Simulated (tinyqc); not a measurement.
Inside a calculation: Wannier function of the lower band of a two-orbital chain. Values are carried at full precision from step to step, so a last printed digit may differ when a step is redone from the rounded ones.

H(k) = [[-d/2 - 2 ta cos k, -t1 - t2 exp(-ik)], [-t1 - t2 exp(ik), d/2 - 2 tb cos k]], k in 1/a, Bloch sums with exp(ikR) and without the positions inside the cell. Mesh k_j = 2 pi j/N. Projection gauge: each lower eigenvector u is multiplied by the phase that makes <trial|u> real and positive (the one-band case of Loewdin orthogonalisation). Wannier amplitudes w(R) = (1/N) sum_k exp(ikR) u(k); hoppings H(R) = (1/N) sum_k exp(-ikR) E(k).

Inputs chosen for the exercise: d = 0.38 eV (A at -d/2, B at +d/2); t1 = 1.69 eV (A-B in the cell); t2 = 1.5 eV (B to A of the next cell); ta = 0.14 eV (A-A between cells); tb = -0.15 eV (B-B between cells); N = 6 (k points); th = 20 degrees (trial orbital cos(th) A + sin(th) B in cell 0); xb = 0.53 a (position of B (A at 0)); a = 5.7 angstrom (period); kq = 1.47 1/a (point off the mesh).

## Bloch states in the projection gauge

Diagonalise at each mesh point and fix the phase.

Mesh:

| j | E lower (eV) | E upper (eV) | u_A | u_B | \|<trial\|u>\| |
|---|---|---|---|---|---|
| 0 | -3.2159 | 3.2359 | 0.75789 | 0.65238 | 0.9353 |
| 1 | -2.7795 | 2.7895 | 0.74328-0.08769i | 0.61790+0.24093i | 0.9098 |
| 2 | -1.6091 | 1.5991 | 0.69756-0.16563i | 0.52809+0.45508i | 0.8361 |
| 3 | -0.2247 | 0.2047 | 0.51684 | 0.85608 | 0.7785 |
| 4 | -1.6091 | 1.5991 | 0.69756+0.16563i | 0.52809-0.45508i | 0.8361 |
| 5 | -2.7795 | 2.7895 | 0.74328+0.08769i | 0.61790-0.24093i | 0.9098 |

The projection is smallest at j = 3 (0.7785); the gauge is smooth as long as it stays away from zero.

## The Wannier function

w(R) = (1/N) sum_j exp(2 pi i j R/N) u_j, for the N cells nearest the origin; it is real.

Amplitudes:

| R | on A | on B |
|---|---|---|
| -2 | -0.0052 | -0.0014 |
| -1 | -0.0253 | 0.1819 |
| 0 | 0.6927 | 0.6334 |
| 1 | 0.1209 | -0.2199 |
| 2 | -0.0502 | 0.1222 |
| 3 | 0.0249 | -0.0639 |

norm = 1.0000

Cell 0 holds 88.1 % of the weight.

## Centre and spread in real space

Point-like orbitals at R (A) and R + xb (B): centre <x>, spread <x^2> - <x>^2.

centre in units of a = 0.344
centre in angstrom = 1.961
spread = 9.498 angstrom^2

## The same from overlaps (Marzari-Vanderbilt)

b = 2 pi/N; M_j = u_j^+ diag(1, exp(-i b xb)) u_(j+1), with u_N = u_0. Centre = -(1/2 pi) sum arg M_j; gauge-invariant part Omega_I = (1/(N b^2)) sum (1 - |M_j|^2); gauge-dependent part Omega_D = (1/(N b^2)) sum (arg M_j + b centre)^2.

Overlaps:

| j | \|M_j\| | arg M_j (rad) |
|---|---|---|
| 0 | 0.9994 | -0.1459 |
| 1 | 0.9977 | -0.1619 |
| 2 | 0.7246 | -0.7310 |
| 3 | 0.7246 | -0.7310 |
| 4 | 0.9977 | -0.1619 |
| 5 | 0.9994 | -0.1459 |

centre from overlaps = 0.331 a
Omega_I = 0.1462 a^2
Omega_D = 0.0675 a^2

The centre is the Berry phase over 2 pi and does not depend on the trial orbital (modulo a). Omega_D is 31.6 % of the total; in one dimension a gauge that spreads the phase evenly removes it. The total is 0.2137 a^2, against 0.7683 a^2 (centre 0.337 a) in real space on 96 cells.

## Hoppings and interpolation

H(R) = (1/N) sum_j E_j cos(2 pi j R/N) for R = 0 to N/2. Interpolation: E(k) = H(0) + 2 sum H(R) cos(kR), the term R = N/2 of an even mesh counted once.

H(0), H(1), ... (eV): -2.0363  -0.6936  0.1580  -0.1084

interpolated E(kq) = -2.4532 eV

The exact value is -2.3790 eV; the interpolation is off by -74.2 meV. Though the chain has short hoppings, the single band has longer ones, made by paths through the other orbital, which the tails of the Wannier function carry.

## Checks

- Centre from overlaps against the real-space centre on 200 points: both 0.3368.
- Omega_I + Omega_D against the real-space spread on 200 points: 0.765 against 0.768.

Run: tinyqc, `OMP_NUM_THREADS=1 python tinyqc.py 1452571 1452572 out.jsonl`; Intel(R) Xeon(R) Processor @ 2.30GHz, one thread, shared host; about 0.1 s of CPU time with all checks.
